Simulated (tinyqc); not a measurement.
# Trap density from two Hall measurements

Problem. p-type body, charge-sheet picture, full ionisation (an idealisation for deep acceptors), Boltzmann statistics for free electrons. e = Ec - EF at the surface. psi = Eg - Vt ln(Nv/Na) - e; N_dep = sqrt(2 eps0 eps_r Na (psi - Vt)/q); n_f = sqrt(N_dep^2 + 2 eps0 eps_r Vt Nc exp(-e/Vt)/q) - N_dep; Vg = Vfb + psi + q (N_dep + n_t + n_f)/Cox, Cox = eps0 eox/tox. Find e and n_t at both points and the mean trap density between them.

Values chosen for this exercise; band and dielectric values close to those of 4H silicon carbide:
```
symbol    value   unit                                   meaning
T           300      K                               temperature
Eg         3.24     eV                                  band gap
eps_r      9.89                            relative permittivity
Nc      1.68e19  cm^-3    conduction-band density of states at T
Nv      2.54e19  cm^-3       valence-band density of states at T
eox         3.9           relative permittivity of the insulator
tox          37     nm                       insulator thickness
Na         1e16  cm^-3                          acceptor density
Vfb       -2.72      V  flat-band voltage without trapped charge
```

Constants: q = 1.602176634e-19 C, kB = 1.380649e-23 J/K, Vt = kB T/q, eps0 = 8.8541878128e-14 F/cm where lengths are in cm. Results are converted to the units shown.

Vg (V): 1.3718175  2.1434239
free sheet density from the Hall effect (cm^-2): 1.7182969e10  3.0043000e11

Solution. Each n_f fixes e; what the gate voltage holds beyond psi, N_dep and n_f is trapped; the difference quotient is the density, smeared over a few Vt.

e (eV): 0.142  0.0620
n_t (cm^-2): 1.20e11  2.32e11
mean trap density = 1.40e12 cm^-2 eV^-1

tinyqc, about 0.02 s, one thread, Intel Xeon 2.30GHz (shared host): `OMP_NUM_THREADS=1 python tinyqc.py 2222204 2222205 out.jsonl`
